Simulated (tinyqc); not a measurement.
# AlGaN/GaN HEMT with access regions, lumped model: what changes with what

A polarisation-induced electron sheet under a Schottky gate, in series with two ungated access regions and contacts. Drift law v = mu E/(1 + mu E/vs) under the gate. Currents in mA/mm, resistances in ohm mm. No self-heating, no channel-length modulation; fits for polarisation, barrier and offset are chosen for the exercise.

Parameters, values chosen for the exercise; values close to those of AlGaN/GaN structures: aluminium share of the barrier x = 0.19; barrier thickness d = 30 nm; relative permittivity of barrier and channel eps_r = 9.4; channel mobility mu = 1600 cm^2/(V s); saturation velocity vs = 1.4e7 cm/s; gate length Lg = 0.5 um; source access length Ls = 1.5 um; drain access length Ld = 2 um; resistance of each contact Rc = 0.21 ohm mm; share of the drain-access electrons removed by traps ft = 0; gate voltage Vg = 0.5 V.

Constants: q = 1.602176634e-19 C, eps0 = 8.8541878128e-14 F/cm where lengths are in cm. Results are converted to the units shown.

Each table varies one quantity; the others keep the values above.

## Effect of the share of the drain-access electrons removed by traps

sigma = (5e13 x + 1.6e13 x^2) cm^-2, phiB = 0.84 + 1.3 x, dEc = 0.7 (1.71 x + x^2) in volts, Cb = eps0 eps_r/d, VT = phiB - dEc - q sigma/Cb, access density n0 = -Cb VT/q. Access resistance R(L, n) = L/(q mu n sqrt(1 - (I/(q n vs))^2)); Rs = Rc + R(Ls, n0), Rd = Rc + R(Ld, (1 - ft) n0). Vg' = Vg - I Rs, Vd' = Vd - I (Rs + Rd); with u = Vg' - VT, Vc = vs Lg/mu and w the smaller of Vd' and Vc [sqrt(1 + 2 u/Vc) - 1] (0 if negative), the channel gives (mu Cb/Lg)(u w - w^2/2)/(1 + w/Vc). I equals that channel current. Isat is I at Vd = 10 V, gm = dIsat/dVg, Ron the limit of Vd/I at small Vd.

The same in every row: VT (V) = -4.986; n0 (cm^-2) = 8.633e12.

Effect of the share of the drain-access electrons removed by traps:
```
ft,Ron (ohm mm),Isat (mA/mm),gm (mS/mm)
0,2.207,1088,212.7
0.1,2.307,1088,212.7
0.2,2.433,1088,212.7
0.3,2.594,1088,212.7
0.4,2.809,1088,212.7
0.5,3.111,947.3,1.851
0.6,3.562,759.7,0.4237
0.7,4.316,570.6,0.1249
```

What does the table show?

As ft goes from 0 to 0.7, Ron rises from 2.21 to 4.32 ohm mm, Isat falls from 1090 to 571 mA/mm and gm falls from 213 to 0.125 mS/mm. The ceiling Cb vs is 388 mS/mm. In every row the power passes 5 W/mm, where self-heating, left out here, lowers the current. For ft = 0.5 to 0.7 the gated channel is not yet saturated at 10 V, because the access regions take the voltage, and gm drops.

## Output curve without and with trapping

Same model as above.

The two columns take ft = 0 and ft = 0.3; collapse = 1 - (second)/(first).

Output curve without and with trapping:
```
Vd (V),"I, ft = 0 (mA/mm)","I, ft = 0.3 (mA/mm)",collapse (%)
0.25,112.3,95.72,14.78
0.5,222.0,189.4,14.66
1,429.4,367.3,14.47
2,774.8,667.1,13.90
3,1001,880.4,12.01
4,1087,1016,6.58
6,1088,1088,0.00
8,1088,1088,0.00
12,1088,1088,0.00
```

Without trapping the current rises from 112 to 1090 mA/mm and first comes within 2 % of its last value at Vd = 4 V among the rows; with trapping that knee lies at 6 V. The collapse is 15 % in the first row, at most 15 % and 0 % in the last: once the gated channel saturates, the drain access only takes spare voltage. For Vd = 6 to 12 V the power passes 5 W/mm, where self-heating, left out here, lowers the current.

## Effect of the barrier thickness

Same model as above.

Result of one run:
```
d (nm),VT (V),n0 (cm^-2),Ron (ohm mm),Isat (mA/mm),gm (mS/mm)
8,-0.7177,4.660e12,3.597,343.1,328.1
```

What becomes of these results when the barrier thickness d is changed from 8 to 27 nm, all else the same?

Result of the changed run:
```
d (nm),VT (V),n0 (cm^-2),Ron (ohm mm),Isat (mA/mm),gm (mS/mm)
27,-4.404,8.472e12,2.238,1032,227.6
```

The whole series:
```
d (nm),VT (V),n0 (cm^-2),Ron (ohm mm),Isat (mA/mm),gm (mS/mm)
8,-0.7177,4.660e12,3.597,343.1,328.1
11,-1.300,6.138e12,2.874,522.9,334.8
14,-1.882,6.982e12,2.596,662.2,315.7
18,-2.658,7.670e12,2.414,807.0,284.9
22,-3.434,8.108e12,2.314,920.2,256.9
27,-4.404,8.472e12,2.238,1032,227.6
33,-5.568,8.764e12,2.182,1137,199.6
```

As d goes from 8 to 33 nm, Ron falls from 3.60 to 2.18 ohm mm, Isat rises from 343 to 1140 mA/mm and gm goes from 328 through a maximum of 335 (at d = 11 nm among the rows listed) to 200 mS/mm. VT falls from -0.718 to -5.57 V. For d = 11 to 33 nm the power passes 5 W/mm, where self-heating, left out here, lowers the current.

Numbers from tinyqc (`OMP_NUM_THREADS=1 python tinyqc.py 2570109 2570110 out.jsonl`; about 0.03 s on one thread of a shared Intel Xeon 2.30GHz).
